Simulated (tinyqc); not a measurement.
Ion-assisted plasma etching: sheath, surface coverage, synergy and aspect-ratio dependence: one step, computed by the program tinyqc.

Radicals adsorb on bare sites; ions remove covered sites with a high yield and bare sites by sputtering; a slow spontaneous reaction acts everywhere, walls included.

Task: Open-field etch rate. Steady coverage: s G_n (1 - theta) = x Y G_i theta; removal flux = Y G_i theta + Y_p G_i (1 - theta) + k_c G_n; rate = flux/N, 1 cm/s = 6e8 nm/min. Lateral rate = k_c G_n/N; anisotropy = 1 - lateral/vertical; synergy = vertical/(ions alone + radicals alone), with ions alone Y_p G_i/N and radicals alone the lateral rate.

Inputs (values chosen for the exercise, close to those used for silicon in a halogen plasma):

| quantity | value | unit |
|---|---|---|
| gas temperature T_g | 400 | K |
| sticking coefficient s | 0.66 | - |
| radicals per removed unit x | 3 | - |
| spontaneous reaction probability k_c | 0.00023 | - |
| solid density N | 5e+22 | 1/cm^3 |

Feature: long trench.

yield Y = 0.4901784

sputter yield Y_p = 0.03382137

ion flux G_i = 7.058306e+14 1/(cm^2 s)

radical flux G_n = 1.626830e+17 1/(cm^2 s)

Give: coverage theta; vertical rate; lateral rate; anisotropy; synergy.

Result:

coverage theta = 0.9904

vertical rate = 4.564 nm/min

lateral rate = 0.4490 nm/min

anisotropy = 0.9016

synergy = 6.205

The surface is nearly saturated: ions limit the ion-assisted part.
